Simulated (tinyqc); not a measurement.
Electron mobility in a silicon inversion layer, empirical terms and Matthiessen rule: two steps of the calculation.

Inversion layer of sheet density Ns on a uniformly doped body. The mobility terms are empirical power laws with prefactors chosen for the exercise; adding their inverses (Matthiessen) is itself an approximation.

Parameters, values chosen for the exercise; material values close to those of silicon: temperature T = 300 K; band gap Eg = 1.14 eV; relative permittivity of the semiconductor eps_r = 11.5; conduction-band density of states at T Nc = 2.81e19 cm^-3; valence-band density of states at T Nv = 2.65e19 cm^-3; body doping Nb = 1.1e17 cm^-3; reverse body bias Vsb = 0.3 V; weight of the inversion charge in the effective field eta = 0.5; phonon-limited mobility at 1 MV/cm and 300 K Ap = 443 cm^2/(V s); roughness-limited mobility at 1 MV/cm As = 1180 cm^2/(V s); exponent of the roughness term gs = 2; Coulomb prefactor Ac = 2000 cm^2/(V s); charge at the interface Nit = 1.2e12 cm^-2; inversion density Ns = 1.1e13 cm^-2; ratio W/L WL = 1; drain voltage Vd = 0.01 V; measured linear current I = 4.56 uA.

Constants: q = 1.602176634e-19 C, kB = 1.380649e-23 J/K, Vt = kB T/q, eps0 = 8.8541878128e-14 F/cm where lengths are in cm. Results are converted to the units shown.

Task 1. Depletion charge and effective field. ni = sqrt(Nc Nv) exp(-Eg/(2 Vt)), Eg in volts; Ndep = sqrt(2 eps0 eps_r Nb (2 Vt ln(Nb/ni) + Vsb)/q); E = q (Ndep + eta Ns)/(eps0 eps_r), in MV/cm.

Find: ni; Ndep; E.

Result 1.

ni = 7.251e9 cm^-3
Ndep = 1.271e12 cm^-2
E = 1.065 MV/cm

The depletion charge gives 18.8 % of the field.

Task 2. Inversion density for the measured current. I = (W/L) q Ns mu Vd. E = q (Ndep + eta Ns)/(eps0 eps_r) in MV/cm. With t = T/(300 K): muC = Ac (Ns/1e12 cm^-2) t/(Nb/1e17 cm^-3 + Nit/1e11 cm^-2), muP = Ap E^(-1/3) t^(-1.75), muS = As E^(-gs); 1/mu is the sum of the inverses. Ns(new) = I/((W/L) q mu Vd).

Ns after iteration 1 = 1.3583978e13 cm^-2
Ndep = 1.2707350e12 cm^-2

Wanted: E; mu; Ns after iteration 2.

Result 2.

E = 1.2687 MV/cm
mu = 233.11 cm^2/(V s)
Ns after iteration 2 = 1.2209e13 cm^-2

Computed by the program tinyqc: `OMP_NUM_THREADS=1 python tinyqc.py 2510001 2510002 out.jsonl`, one thread of a shared Intel Xeon 2.30GHz, about 0.01 s for the whole run.
